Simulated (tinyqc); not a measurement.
Inside a calculation (part 2 of 2). Method: ROHF in the sto-3g basis, for Be+, spin multiplicity 2. Computed by tinyqc, a small Python program that keeps every step (integrals from PySCF). Command: `OMP_NUM_THREADS=1 python tinyqc.py 31215 31216 out.jsonl` (the two numbers bound the seeds that draw the settings). One thread of a shared host (Intel(R) Xeon(R) Processor @ 2.60GHz), about 0.04 s of CPU time with the checks.

Geometry (angstrom):
```
atom        x        y        z
Be    0.00000  0.00000  0.00000
```

## Iteration 18 (converged): orbitals

converged F (hartree), order 1Be 1s, 1Be 2s, 1Be 2px, 1Be 2py, 1Be 2pz:
$$\begin{pmatrix}
-5.03016 & -1.41695 & 0.00000 & 0.00000 & 0.00000 \\
-1.41695 & -0.82478 & 0.00000 & 0.00000 & 0.00000 \\
0.00000 & 0.00000 & -0.14511 & 0.00000 & 0.00000 \\
0.00000 & 0.00000 & 0.00000 & -0.14511 & 0.00000 \\
0.00000 & 0.00000 & 0.00000 & 0.00000 & -0.14511
\end{pmatrix}$$

X, order 1Be 1s, 1Be 2s, 1Be 2px, 1Be 2py, 1Be 2pz:
$$\begin{pmatrix}
1.02657 & -0.13553 & 0.00000 & 0.00000 & 0.00000 \\
-0.13553 & 1.02657 & 0.00000 & 0.00000 & 0.00000 \\
0.00000 & 0.00000 & 1.00000 & 0.00000 & 0.00000 \\
0.00000 & 0.00000 & 0.00000 & 1.00000 & 0.00000 \\
0.00000 & 0.00000 & 0.00000 & 0.00000 & 1.00000
\end{pmatrix}$$

Diagonalise F' = X^T F X, C = X C', fill 2 alpha and 1 beta electrons from the bottom; D(s) = C_occ C_occ^T. Each column has its largest component positive (the first on a tie).

F' = X^T F X (hartree):
$$\begin{pmatrix}
-4.92188 & -0.70468 & 0.00000 & 0.00000 & 0.00000 \\
-0.70468 & -0.56730 & 0.00000 & 0.00000 & 0.00000 \\
0.00000 & 0.00000 & -0.14511 & 0.00000 & 0.00000 \\
0.00000 & 0.00000 & 0.00000 & -0.14511 & 0.00000 \\
0.00000 & 0.00000 & 0.00000 & 0.00000 & -0.14511
\end{pmatrix}$$

orbital energies (hartree): MO1 -5.03308, MO2 -0.45611, MO3 -0.14511, MO4 -0.14511, MO5 -0.14511

coefficients C, order 1Be 1s, 1Be 2s, 1Be 2px, 1Be 2py, 1Be 2pz:
$$\begin{pmatrix}
0.99290 & -0.29388 & 0.00000 & 0.00000 & 0.00000 \\
0.02614 & 1.03515 & 0.00000 & 0.00000 & 0.00000 \\
0.00000 & 0.00000 & 1.00000 & 0.00000 & 0.00000 \\
0.00000 & 0.00000 & 0.00000 & 1.00000 & 0.00000 \\
0.00000 & 0.00000 & 0.00000 & 0.00000 & 1.00000
\end{pmatrix}$$

D(alpha) after iteration 18, order 1Be 1s, 1Be 2s, 1Be 2px, 1Be 2py, 1Be 2pz:
$$\begin{pmatrix}
1.07221 & -0.27826 & 0.00000 & 0.00000 & 0.00000 \\
-0.27826 & 1.07221 & 0.00000 & 0.00000 & 0.00000 \\
0.00000 & 0.00000 & 0.00000 & 0.00000 & 0.00000 \\
0.00000 & 0.00000 & 0.00000 & 0.00000 & 0.00000 \\
0.00000 & 0.00000 & 0.00000 & 0.00000 & 0.00000
\end{pmatrix}$$

D(beta) after iteration 18, order 1Be 1s, 1Be 2s, 1Be 2px, 1Be 2py, 1Be 2pz:
$$\begin{pmatrix}
0.98585 & 0.02595 & 0.00000 & 0.00000 & 0.00000 \\
0.02595 & 0.00068 & 0.00000 & 0.00000 & 0.00000 \\
0.00000 & 0.00000 & 0.00000 & 0.00000 & 0.00000 \\
0.00000 & 0.00000 & 0.00000 & 0.00000 & 0.00000 \\
0.00000 & 0.00000 & 0.00000 & 0.00000 & 0.00000
\end{pmatrix}$$

Within a degenerate level the vectors are fixed only up to a rotation; this is one choice.

## Convergence

Stop when the energy changes by less than 1e-08 hartree and every element of the error matrix X^T (F D S - S D F) X is below 3e-05.

Course of the cycle:
```
iteration  E (hartree)     change  largest element of the error matrix
1           -3.6741422          -                              0.00000
2          -13.9378851  -1.03e+01                             3.34e-01
3          -13.9378851  -3.55e-15                             3.34e-01
4          -13.9378851   3.55e-15                             3.34e-01
5          -13.9378851    0.00000                             3.34e-01
6          -13.9378851    0.00000                             3.34e-01
7          -13.9378851    0.00000                             3.34e-01
8          -13.9378851    0.00000                             3.34e-01
9          -13.9378851    0.00000                             3.34e-01
10         -14.0978153  -1.60e-01                             1.08e-02
11         -14.0978427  -2.74e-05                             4.73e-04
12         -14.0978428  -3.94e-08                             2.39e-04
13         -14.0978428  -7.40e-09                             1.61e-04
14         -14.0978428  -2.63e-09                             1.22e-04
15         -14.0978428  -1.24e-09                             9.84e-05
16         -14.0978428  -6.79e-10                             8.25e-05
17         -14.0978428  -4.15e-10                             7.11e-05
18         -14.0978428  -1.19e-09                             2.04e-08
```

PySCF ROHF in the same basis = -14.0978428 hartree

Converged in 18 iterations.

## Populations

overlap S, order 1Be 1s, 1Be 2s, 1Be 2px, 1Be 2py, 1Be 2pz:
$$\begin{pmatrix}
1.00000 & 0.25952 & 0.00000 & 0.00000 & 0.00000 \\
0.25952 & 1.00000 & 0.00000 & 0.00000 & 0.00000 \\
0.00000 & 0.00000 & 1.00000 & 0.00000 & 0.00000 \\
0.00000 & 0.00000 & 0.00000 & 1.00000 & 0.00000 \\
0.00000 & 0.00000 & 0.00000 & 0.00000 & 1.00000
\end{pmatrix}$$

Mulliken: Z minus the diagonal of D S on the atom; Loewdin: the same with S^(1/2) D S^(1/2).

Charges (e):
```
atom  Mulliken  Loewdin  Mulliken spin
1Be    1.00000  1.00000        1.00000
```
